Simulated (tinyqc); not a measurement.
## Step height from the transmission

Inverse problem. A single step up from edge 0 (mass mL) to edge U (mass mS) transmits T(E) = 4 vL vR/(vL + vR)^2 with v = k/m, k = sqrt(m (E - edge)/C), C = hbar^2/(2 m0). It is known that vR < vL. Find vR/vL and U.

Parameters, values chosen for the exercise: mass in the left lead mL = 0.066 m0; electron energy E = 0.382 eV; mass beyond the step mS = 0.092 m0.

T(E) = 0.95807004

Solution. The reflection amplitude is sqrt(1 - T(E)) = (1 - y)/(1 + y) with y = vR/vL < 1, and y^2 = (E - U) mL/(E mS).

vR/vL = 0.6601
U = 0.1500 eV

Computed by the program tinyqc: `OMP_NUM_THREADS=1 python tinyqc.py 2560036 2560037 out.jsonl`, one thread of a shared Intel Xeon 2.30GHz, about 0.01 s for the whole run.
